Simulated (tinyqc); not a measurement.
How many bands a k.p model needs: band 5 from Gamma to K: k.p theory built from an empirical-pseudopotential calculation at Gamma.

Empirical pseudopotential on the fcc lattice, atoms at +/- tau, tau = a (1,1,1)/8, no spin-orbit coupling. H(G,G') = c (2 pi/a)^2 |k + G|^2 delta + VS(q) cos(q.tau) + i VA(q) sin(q.tau), q = G - G', c = hbar^2/2m0; k and G in units of 2 pi/a; VS at |q|^2 = 3, 8, 11 and VA at 3, 4, 11, in rydberg, zero elsewhere. The basis is fixed: all 65 G with |G|^2 up to Gcut. Energies are counted from the fourth level at Gamma.

k.p in the lowest n states at Gamma: H_nm = (E_n + c k^2) delta + 2 c k.<n|G|m>, k in 1/angstrom; with all states of the basis it is exact.

Constants: hbar^2/2m0 = 3.80998211 eV angstrom^2; Ry = 13.60569312 eV.

Values chosen for the exercise (near those of GaAs; shifted at random, so the results belong to these values and not to a real crystal):
```
symbol  value                  unit        meaning
a       5.628                  angstrom    lattice constant
VS      (-0.232, 0.01, 0.06)   Ry          symmetric form factors
VA      (0.069, 0.049, 0.008)  Ry          antisymmetric form factors
Gcut    16                     (2 pi/a)^2  largest |G|^2 of the fixed basis
```

Band 5 (counted from below) at k = f (0.75, 0.75, 0) 2 pi/a; n ends on whole multiplets.

Energies (eV):
```
f      n = 8  n = 15  n = 27  n = 65 (exact)
0.000  1.438   1.438   1.438           1.438
0.125  2.131   2.118   2.116           2.116
0.250  2.959   2.874   2.867           2.866
0.375  3.630   3.355   3.340           3.338
0.500  4.323   3.602   3.582           3.575
0.625  5.128   3.524   3.506           3.491
0.750  6.076   3.189   3.174           3.144
0.875  7.179   2.789   2.773           2.726
1.000  8.443   2.444   2.423           2.354
```

With n = 8 the band stays within 0.05 eV of the exact one up to f = 0.125 (error at K: +6.089 eV). With n = 15 the band stays within 0.05 eV of the exact one up to f = 0.750 (error at K: +0.090 eV). With n = 27 the band stays within 0.05 eV of the exact one up to f = 0.875 (error at K: +0.069 eV). A smaller basis can only raise a level. The exact band has its minimum on these points at f = 0.000; n = 8 puts it at f = 0.000.

tinyqc: `OMP_NUM_THREADS=1 python tinyqc.py 1051501 1051502 out.jsonl`; about 0.3 s, one thread, shared Intel(R) Xeon(R) Processor @ 2.30GHz.
